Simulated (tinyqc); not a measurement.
Six-band hole subbands of a thin body in a field, step by step. Values are carried at full precision from step to step, so a last printed digit may differ when a step is redone from the rounded ones.

Constants: hbar^2/2m0 = 3.80998211 eV angstrom^2.

Parameters, chosen for this exercise (near those of a p-type Si channel; the results hold for these values, not for the real material):
```
symbol  value                 unit        meaning
S       (7.71, -2.11, 12.58)  1/TPa       compliances s11, s12, s44
sx      1                     GPa         stress along the channel [1-10], negative in compression
b       -2.12                 eV          tetragonal potential
d       -4.75                 eV          trigonal potential
g1      4.31                              Luttinger gamma1
g2      0.34                              gamma2
g3      1.44                              gamma3
face    110                               surface
Dso     0.044                 eV          spin-orbit splitting
t       85                    angstrom    body thickness
F       0.2                   MV/cm       field across the body
kmax    0.08                  1/angstrom  end of the path
```

## Strain and its block

exx = eyy = (s11 + s12) sx/2, ezz = s12 sx, exy = -s44 sx/4 (1 GPa/TPa = 1e-3). With e0 the traceless part, B_XX = 2b e0xx - b (e0yy + e0zz) and B_XY = sqrt(3) d exy.

strain, rows x, y, z and columns alike:
$$\begin{pmatrix}
0.002800 & -0.003145 & 0 \\
-0.003145 & 0.002800 & 0 \\
0 & 0 & -0.002110
\end{pmatrix}$$

B (eV), rows X, Y, Z and columns alike:
$$\begin{pmatrix}
-0.01041 & 0.02587 & 0 \\
0.02587 & -0.01041 & 0 \\
0 & 0 & 0.02082
\end{pmatrix}$$

## Confinement masses without spin-orbit coupling

C(n n^T)/c has C_XX = (g1 + 4 g2) nx^2 + (g1 - 2 g2)(ny^2 + nz^2) and C_XY = 6 g3 nx ny, n the unit normal; its eigenvalues are the inverse masses along n.

C(n n^T)/c, rows X, Y, Z and columns alike:
$$\begin{pmatrix}
4.6500 & 4.3200 & 0 \\
4.3200 & 4.6500 & 0 \\
0 & 0 & 3.6300
\end{pmatrix}$$

masses (m0): [3.0303, 0.2755, 0.1115]

The heaviest mass, 3.03, comes from a near cancellation among the gammas, so a few per cent in them move it strongly.

## The matrix for one sine at q = 0

Basis X, Y, Z times spin, hole energies counted downwards from the unstrained edge (the hydrostatic shift is left out), c = hbar^2/2m0. For a symmetric tensor T let C(T) have C_XX = L Txx + M (Tyy + Tzz), C_XY = N Txy (cyclic), L = c (g1 + 4 g2), M = c (g1 - 2 g2), N = 6 c g3. k = q + kz n, n the unit normal, q = k1 u + k2 v with u along the channel [1-10] and v = n x u. H = C(k k^T) + (Dso/3)(1 - L.sigma) - B + e F z with (L_k)_ij = -i epsilon_kij; B is the block C built from the traceless strain with 2b, -b and sqrt(3) d in place of L, M, N. Strain: exx = eyy = (s11 + s12) sx/2, ezz = s12 sx, exy = -s44 sx/4. Hard walls at z = 0 and t; basis sin(j pi z/t), j = 1 to Nz: kz^2 = (j pi/t)^2, kz = -i D with D_jl = 4 j l/(t (j^2 - l^2)), z_jj = t/2 and z_jl = -8 t j l/(pi (j^2 - l^2))^2 for j + l odd; 1 MV/cm = 0.01 eV/angstrom.

Nz = 1, in meV.

H (meV), rows X+, Y+, Z+, X-, Y-, Z- and columns alike:
$$\begin{pmatrix}
134.28 & -3.39+14.67i & 0 & 0 & 0 & -14.67 \\
-3.39-14.67i & 134.28 & 0 & 0 & 0 & 14.67i \\
0 & 0 & 97.74 & 14.67 & -14.67i & 0 \\
0 & 0 & 14.67 & 134.28 & -3.39-14.67i & 0 \\
0 & 0 & 14.67i & -3.39+14.67i & 134.28 & 0 \\
-14.67 & -14.67i & 0 & 0 & 0 & 97.74
\end{pmatrix}$$

## Its levels

Diagonalise; the levels come in pairs. Give each pair and its weights on X, Y, Z, summed over spin and averaged over the pair.

levels (meV): [90.35, 119.38, 156.57]

weights, rows X, Y, Z; columns pair 1, pair 2, pair 3:
$$\begin{pmatrix}
0.057 & 0.498 & 0.445 \\
0.057 & 0.498 & 0.445 \\
0.886 & 0.004 & 0.110
\end{pmatrix}$$

## More sines

The four lowest pairs at q = 0.

Hole energies (meV):
```
Nz  pair 1  pair 2  pair 3  pair 4
1    90.35  119.38  156.57       -
2    76.51  102.41  136.31  156.66
4    74.05   92.36  118.91  141.52
8    73.83   90.46  113.67  133.20
16   73.82   90.44  113.62  133.09
```

One sine is 16.53 meV off in the top subband, since the field mixes the sines. The second pair lies 16.6 meV deeper.

## Dispersion of the top subband

Nz = 14; the two lowest levels (spin-split where the field breaks inversion), in meV from their value at q = 0.

Energies (meV):
```
|q| (1/angstrom)    u a    u b    v a    v b
0.020              6.18   7.17   3.64   7.04
0.040             22.27  23.55  16.16  22.97
0.060             40.76  41.15  33.23  38.67
0.080             50.86  51.13  53.55  56.30
```

From the mean of each pair in the first row, c q^2/E gives 0.23 m0 along u and 0.29 m0 along v. The largest distance between a and b in the table is 6.80 meV. These masses hold for the first row only: the band bends further out.

## Checks

- Top level at q = 0 on (001) without field and stress against c (g1 - 2 g2)(pi/t)^2, eV: both 0.01889.
- Hermiticity, and E(q) against E(-q): they agree to 1e-10 or better.

(tinyqc, `OMP_NUM_THREADS=1 python tinyqc.py 1250705 1250706 out.jsonl`, Intel(R) Xeon(R) Processor @ 2.30GHz, 1 thread, shared host, about 0.4 s.)
